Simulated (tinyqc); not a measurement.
Changing the misfit |f|: strain-driven roughening and islands of a mismatched epitaxial film. Computed by tinyqc, a small Python program. Command: `OMP_NUM_THREADS=1 python tinyqc.py 3009313 3009314 out.jsonl island sweep`. One thread of a shared host (Intel(R) Xeon(R) Processor @ 2.30GHz), about 0.01 s of CPU time with the checks.

Film and substrate share isotropic elastic constants; the film is coherent and biaxially strained.

Inputs (values chosen for the exercise, for a model film):
```
quantity                                      value       unit
shear modulus G                                31.4        GPa
Poisson ratio nu                               0.31          -
surface energy gamma                          0.563      J/m^2
contact angle of the shallow shape theta_1     8.33    degrees
contact angle of the steep shape theta_2       33.4    degrees
facet energy of shape 1 over gamma            1.008          -
facet energy of shape 2 over gamma           0.9873          -
wetting energy gamma_s - gamma                 0.11      J/m^2
decay length of wetting delta                  0.38         nm
surface mobility D_s nu_s Omega^2/(k_B T)   1.7e-33  m^6/(J s)
island volume V                              150000       nm^3
```

Transport: surface diffusion.

Constants: e = 1.602176634e-19 C.

Method:
- M = 2 G (1 + nu)/(1 - nu); stress = M f; energy density w = M f^2.
- A ripple A cos(k x) has the surface chemical potential per volume [gamma k^2 - 2 (1 + nu) w k] A cos(k x), so k_c = 2 (1 + nu) w/gamma. With surface diffusion the amplitude grows at the rate q = B k^2 [2 (1 + nu) w k - gamma k^2], fastest at k_m = (3/4) k_c. B is the surface mobility.
- The surface energy depends on thickness as gamma + (gamma_s - gamma) exp(-h/delta). Its curvature adds W2 = (gamma_s - gamma) exp(-h/delta)/delta^2 to the restoring terms; the flat film is stable while W2 > (1 + nu)^2 w^2/gamma, which gives h_c = delta ln[(gamma_s - gamma) gamma/(delta^2 (1 + nu)^2 w^2)], or 0 if negative.
- Shallow faceted island (Tersoff form): E = 4 Gam V^(2/3) tan^(1/3)(theta) - 6 c V tan(theta), Gam = gamma [x/sin(theta) - 1/tan(theta)], x the facet energy over gamma, c = stress^2 (1 - nu)/(2 pi G).
- The barrier is the maximum of E, at V_c = [4 Gam/(9 c)]^3 / tan^2(theta) (1 GPa nm = 1 J/m^2).
- The two energies cross at V_x^(1/3) = 4 [Gam_2 t2^(1/3) - Gam_1 t1^(1/3)]/(6 c (t2 - t1)), t = tan(theta); mu = dE/dV.

One run for each value; columns: (1) misfit |f|; (2) fastest wavelength (nm); (3) wetting-layer thickness h_c (nm); (4) barrier, shape 1 (eV); (5) growth time 1/q at k_m (s); (6) crossing volume V_x (nm^3):
```
(1)       (2)     (3)         (4)         (5)         (6)
0.008  235.92  3.1785  4.1541e+02  6.2302e+03  6.3579e+04
0.011  124.78  2.6945  1.1622e+02  4.8762e+02  9.4079e+03
0.014   77.03  2.3279  4.4292e+01  7.0826e+01  2.2135e+03
0.019   41.83  1.8637  1.3056e+01  6.1545e+00  3.5427e+02
0.024   26.21  1.5086  5.1285e+00  9.4958e-01  8.7213e+01
0.032   14.74  1.0714  1.6227e+00  9.5065e-02  1.5522e+01
0.043    8.17  0.6222  4.9770e-01  8.9428e-03  2.6366e+00
0.057    4.65  0.1938  1.6119e-01  9.3804e-04  4.8596e-01
0.075    2.68  0.0000  5.3776e-02  1.0441e-04  9.3645e-02
```

Describe and explain the trends.

Over the rows, fastest wavelength (nm) falls from 236 to 2.68 (exponent d ln y / d ln x about -2.0 throughout); wetting-layer thickness h_c (nm) falls from 3.18 to 0; barrier, shape 1 (eV) falls from 415 to 0.0538 (exponent d ln y / d ln x about -4.0 throughout). The exponent of fastest wavelength stays at -2: gamma over the strain energy density. The exponent of barrier, shape 1 stays at -4: Gam^3/c^2. The exponent of growth time 1/q at k_m stays at -8: the rate goes as gamma k_c^4. The exponent of crossing volume V_x stays at -6: (Gam/c)^3.

Caution (all rows): the shallow-slope form overstates the relaxation of facets steeper than about 25 degrees. Caution (rows 0.0430, 0.0570, 0.0750): a wavelength of a few nanometres is at the limit of continuum theory, where steps and facets rule. Caution (rows 0.0430, 0.0570, 0.0750): a critical volume below 1 nm^3 holds fewer than a hundred atoms, so a continuum barrier there has no physical meaning. Caution (rows 0.0430, 0.0570, 0.0750): a crossing volume under 5 nm^3 is too small for these continuum energies.

Extremes, crossings and ranges named in words are read from the listed rows.
